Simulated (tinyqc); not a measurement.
Pariser-Parr-Pople SCF with singles CI, for the molecule Nc1ccc[cH+]cc1 (SMILES; centres numbered as the heavy atoms are written), step by step. One step of it, computed by the program tinyqc.

Task: Iteration 2: Fock matrix. F_rr = H_rr + P_rr gamma_rr / 2 + sum_(s != r) P_ss gamma_rs; F_rs = H_rs - P_rs gamma_rs / 2; E = tr P (H + F) / 2 + core repulsion sum_(r<s) z_r z_s gamma_rs.

P after iteration 1, order 1N, 2C, 3C, 4C, 5C, 6C, 7C, 8C:
```
[[1.639709, 0.599230, -0.228575, -0.189326, 0.166604, 0.166604, -0.189326, -0.228575],
 [0.599230, 0.934176, 0.520077, 0.118697, -0.183645, -0.183645, 0.118697, 0.520077],
 [-0.228575, 0.520077, 0.989150, 0.734443, 0.099790, -0.266326, -0.181233, 0.154971],
 [-0.189326, 0.118697, 0.734443, 0.846812, 0.553453, 0.151568, -0.158323, -0.181233],
 [0.166604, -0.183645, 0.099790, 0.553453, 0.877095, 0.716409, 0.151568, -0.266326],
 [0.166604, -0.183645, -0.266326, 0.151568, 0.716409, 0.877095, 0.553453, 0.099790],
 [-0.189326, 0.118697, -0.181233, -0.158323, 0.151568, 0.553453, 0.846812, 0.734443],
 [-0.228575, 0.520077, 0.154971, -0.181233, -0.266326, 0.099790, 0.734443, 0.989150]]
```

core matrix H (eV), order 1N, 2C, 3C, 4C, 5C, 6C, 7C, 8C:
```
[[-60.672950, -2.390000, 0.000000, 0.000000, 0.000000, 0.000000, 0.000000, 0.000000],
 [-2.390000, -61.423047, -2.390000, 0.000000, 0.000000, 0.000000, 0.000000, -2.390000],
 [0.000000, -2.390000, -55.819424, -2.390000, 0.000000, 0.000000, 0.000000, 0.000000],
 [0.000000, 0.000000, -2.390000, -52.080520, -2.390000, 0.000000, 0.000000, 0.000000],
 [0.000000, 0.000000, 0.000000, -2.390000, -50.826441, -2.390000, 0.000000, 0.000000],
 [0.000000, 0.000000, 0.000000, 0.000000, -2.390000, -50.826441, -2.390000, 0.000000],
 [0.000000, 0.000000, 0.000000, 0.000000, 0.000000, -2.390000, -52.080520, -2.390000],
 [0.000000, -2.390000, 0.000000, 0.000000, 0.000000, 0.000000, -2.390000, -55.819424]]
```

repulsion gamma_rs (eV), order 1N, 2C, 3C, 4C, 5C, 6C, 7C, 8C:
```
[[17.870000, 8.412244, 5.608340, 3.740289, 3.111725, 3.111725, 3.740289, 5.608340],
 [8.412244, 11.370000, 7.627829, 5.100303, 4.246148, 4.246148, 5.100303, 7.627829],
 [5.608340, 7.627829, 11.370000, 7.626990, 5.102114, 4.246940, 4.246464, 5.102408],
 [3.740289, 5.100303, 7.626990, 11.370000, 7.628706, 5.101485, 4.245996, 4.246464],
 [3.111725, 4.246148, 5.102114, 7.628706, 11.370000, 7.627599, 5.101485, 4.246940],
 [3.111725, 4.246148, 4.246940, 5.101485, 7.627599, 11.370000, 7.628706, 5.102114],
 [3.740289, 5.100303, 4.246464, 4.245996, 5.101485, 7.628706, 11.370000, 7.626990],
 [5.608340, 7.627829, 5.102408, 4.246464, 4.246940, 5.102114, 7.626990, 11.370000]]
```

Centres (angstrom, eV; a flat drawing with bonds scaled to 1.40 angstrom):
```
centre          x          y  core charge z          W   gamma_rr
1N       2.637000   0.000000              2  27.340000  17.870000
2C       1.237000   0.000000              1  10.650000  11.370000
3C       0.629000   1.261000              1  10.650000  11.370000
4C      -0.736000   1.573000              1  10.650000  11.370000
5C      -1.830000   0.700000              1  10.650000  11.370000
6C      -1.830000  -0.700000              1  10.650000  11.370000
7C      -0.736000  -1.573000              1  10.650000  11.370000
8C       0.629000  -1.261000              1  10.650000  11.370000
```

Give: F; pi energy.

Result:

F (eV), order 1N, 2C, 3C, 4C, 5C, 6C, 7C, 8C:
```
[[-15.2755, -4.9104, 0.6410, 0.3541, -0.2592, -0.2592, 0.3541, 0.6410],
 [-4.9104, -11.1419, -4.3735, -0.3027, 0.3899, 0.3899, -0.3027, -4.3735],
 [0.6410, -4.3735, -10.5727, -5.1908, -0.2546, 0.5655, 0.3848, -0.3954],
 [0.3541, -0.3027, -5.1908, -9.8630, -4.5011, -0.3866, 0.3361, 0.3848],
 [-0.2592, 0.3899, -0.2546, -4.5011, -10.0534, -5.1222, -0.3866, 0.5655],
 [-0.2592, 0.3899, 0.5655, -0.3866, -5.1222, -10.0534, -4.5011, -0.2546],
 [0.3541, -0.3027, 0.3848, 0.3361, -0.3866, -4.5011, -9.8630, -5.1908],
 [0.6410, -4.3735, -0.3954, 0.3848, 0.5655, -0.2546, -5.1908, -10.5727]]
```

pi energy = -119.1951 eV
